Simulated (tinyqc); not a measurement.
Doping density: delta-doped layer in the Thomas-Fermi potential.

All donors ionised in the plane z = 0, zero temperature, energies from the Fermi level EF of the Thomas-Fermi model, which lies at the bulk band edge; c = hbar^2/2m0, q = e^2/(4 pi eps0). gv = 4 equivalent valleys, m_d = sqrt(m3^3/mz) in the plane. With n = (gv/3 pi^2)(m3 (-V)/c)^(3/2) and V'' = -(4 pi q/eps) n for z > 0, the solution is V = -b/(|z| + z0)^4 with sqrt(b) = 20/K, K = (4 pi q/eps)(gv/3 pi^2)(m3/c)^(3/2), and z0^5 = 4b/(e F0), e F0 = 2 pi q N/eps; 1e13/cm^2 = 1e-3/angstrom^2. Exchange and correlation are left out.

Subbands solve -(c/m_z) psi'' + V psi = E psi on 1280 points of spacing z0/80; up to ten levels for each group, kept if bound with an rms width below 2.5 z0.

Constants: hbar^2/2m0 = 3.80998211 eV angstrom^2; e^2/(4 pi eps0) = 14.39964547 eV angstrom.

Values chosen for the exercise (near those of a delta-doped layer in Ge; not measured data):

| symbol | value | unit | meaning |
|---|---|---|---|
| m3 | 0.224 | m0 | density-of-states mass of a valley |
| mz | 0.125 | m0 | mass along z |
| eps | 16.2 |  | dielectric constant |
| Nl | (0.31, 0.62, 1.2, 2.2, 3.7, 6.2, 9.9) | x 1e13/cm^2 | sheet densities |

The well, the lowest level and the filling anew; at zero temperature n_i = g m_d (mu - E_i)/(2 pi c), with mu fixed by sum n_i = N.

Results:

| N (1e13/cm^2) | z0 (angstrom) | depth (eV) | lowest (eV) | next - lowest (eV) | occupied | share of lowest (%) |
|---|---|---|---|---|---|---|
| 0.31 | 72.5 | 0.0314 | -0.0070 | - | 1 | 100.0 |
| 0.62 | 63.1 | 0.0546 | -0.0138 | - | 1 | 100.0 |
| 1.2 | 55.3 | 0.0926 | -0.0263 | - | 1 | 100.0 |
| 2.2 | 49.0 | 0.1504 | -0.0471 | - | 1 | 100.0 |
| 3.7 | 44.1 | 0.2280 | -0.0772 | - | 1 | 100.0 |
| 6.2 | 39.8 | 0.3445 | -0.1255 | 0.1211 | 2 | 98.9 |
| 9.9 | 36.2 | 0.5010 | -0.1940 | 0.1827 | 2 | 96.2 |

The depth grows as N^(4/5) and z0 shrinks as N^(-1/5): factors 16.0 and 2.00 for 32 times the doping. The lowest level deepens faster, with exponent 0.96, since the zero-point energy takes a smaller share of a deeper well (78 % falling to 61 %). The number of occupied subbands is 1 in the first row and 2 in the last. Depths beyond about 0.5 eV stretch parabolic valleys past their range.

Program tinyqc; command `OMP_NUM_THREADS=1 python tinyqc.py 1280948 1280949 out.jsonl`; about 0.1 s on one thread of a shared Intel(R) Xeon(R) Processor @ 2.30GHz.
